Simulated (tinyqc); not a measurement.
Worked calculation: coherent transport through a tight-binding region between two chains. Computed by tinyqc, a small Python program that keeps every step. Settings: temperature = 4, mu = 0.08. Command: `OMP_NUM_THREADS=1 python tinyqc.py 29192 29193 out.jsonl` (the two numbers bound the seeds that draw the settings). One thread of a shared host (Intel(R) Xeon(R) Processor @ 2.60GHz), about 0.08 s of CPU time with the checks.

## Transmission at E = -0.53 eV

H of the central region (eV), lower triangle:
```
           1          2         3
1  -0.430000
2  -1.170000   0.820000
3   0.000000  -2.170000  0.060000
```

Leads: semi-infinite chains with site energy 0:

| parameter | value |
|---|---|
| lead hopping t (eV) | 2.620000 |
| coupling to the left lead (eV) | 1.120000 |
| coupling to the right lead (eV) | 0.220000 |
| left contact site | 1 |
| right contact site | 3 |

E = -0.530000 eV

Surface Green function g = (E - i sqrt(4 t^2 - E^2)) / (2 t^2); self-energy tc^2 g on each contact site; G = (E - H - Sigma)^(-1); Gamma = -2 Im Sigma; T = Gamma_L Gamma_R |G_LR|^2; local density of states -Im G_ii / pi.

g = -0.038605-0.379722i 1/eV

G (1/eV), lower triangle:
```
                     1                   2                    3
1  -0.855973-1.611122i
2   0.161059+0.277460i  0.120057-0.053339i
3   0.561713+1.041282i  0.448681-0.182781i  -0.023726-0.675141i
```

local density of states (1/eV): 0.512836  0.016978  0.214904

transmission = 0.049016

## Transmission across the band

The same steps on a grid of energies.

T(E):

| E (eV) | T |
|---|---|
| -4.97800000 | 2.57e-06 |
| -4.48020000 | 0.000015 |
| -3.98240000 | 0.000056 |
| -3.48460000 | 0.000218 |
| -2.98680000 | 0.001105 |
| -2.48900000 | 0.013211 |
| -1.99120000 | 0.089513 |
| -1.49340000 | 0.020174 |
| -0.99560000 | 0.023124 |
| -0.49780000 | 0.051044 |
| 0.00000000 | 0.025960 |
| 0.49780000 | 0.007732 |
| 0.99560000 | 0.003752 |
| 1.49340000 | 0.002690 |
| 1.99120000 | 0.002894 |
| 2.48900000 | 0.006706 |
| 2.98680000 | 0.094471 |
| 3.48460000 | 0.001013 |
| 3.98240000 | 0.000145 |
| 4.48020000 | 0.000030 |
| 4.97800000 | 4.42e-06 |

levels of the isolated region (eV): -2.132208  -0.311439  2.893647

## Current

I = (2e/h) int T(E) [f(E - mu - V/2) - f(E - mu + V/2)] dE at 4 K with mu = 0.08 eV, the bias not changing H; 2e^2/h = 77.48092 microsiemens; the integral runs over the band on 4001 points.

Current:

| V (volt) | I (microampere) |
|---|---|
| 0.010000 | 0.016552 |
| 0.050000 | 0.080709 |
| 0.100000 | 0.160796 |
| 0.200000 | 0.325230 |
| 0.400000 | 0.678838 |
| 0.800000 | 1.537198 |
